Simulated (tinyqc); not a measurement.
Electron mobility of a polar semiconductor by Rode's iterative solution of the Boltzmann equation: one step, computed by the program tinyqc.

The distribution is f(E) + e F l(E) (-df/dE) cos(theta) for a weak field F, theta counted from the force; l(E) is a mean free path. Elastic processes enter by their momentum rate, polar optical phonons by out- and in-scattering terms. One valley only: where upper valleys lie close, measured mobilities are lower. The density n is prescribed, even where a narrow-gap material would have more intrinsic carriers.

Task: Fermi level and screening. Kane band: hbar^2 k^2/(2 m) = E (1 + alpha E), speed v = hbar k/(m (1 + 2 alpha E)), states per spin, volume and energy g(E) = m k (1 + 2 alpha E)/(2 pi^2 hbar^2); overlap factors are set to 1. Masses are multiplied by m_0 and all formulas are in SI units. The reduced Fermi level eta = E_F/(k_B T) solves n = 2 Z int g f dE with f = 1/(1 + exp(x - eta)) (Z = 1 unless valleys are given); screening length L_s = sqrt(eps_s eps_0 k_B T/(e^2 dn/deta)), dn/deta = 2 Z int g f (1 - f) dE. Integrals over x = E/(k_B T) use 160 Gauss-Legendre points in u = sqrt(x) from 0 to sqrt(max(eta, 0) + 32). N_I = n (1 + C)/(1 - C).

Inputs (values chosen for the exercise, modelled on InSb):
```
quantity                     value    unit
effective mass m            0.0135     m_0
non-parabolicity alpha         5.7    1/eV
static permittivity eps_s     16.8       -
electron density n         6.7e+17  1/cm^3
compensation ratio C             0       -
temperature T                  250       K
```

Band: Kane. Elastic processes: acoustic, piezoelectric, impurity.

Constants: k_B = 8.617333262e-05 eV/K; m_0 = 9.1093837015e-31 kg; e = 1.602176634e-19 C; hbar = 1.054571817e-34 J s; eps_0 = 8.8541878128e-12 F/m; k_B = 1.380649e-23 J/K.

Give: reduced Fermi level eta; screening length L_s; ionised impurity density N_I.

Result:

reduced Fermi level eta = 5.2864

screening length L_s = 9.1559 nm

ionised impurity density N_I = 6.70e+17 1/cm^3

Caution: the gas is degenerate, and screening of the polar coupling, left out here, would raise the mobility.
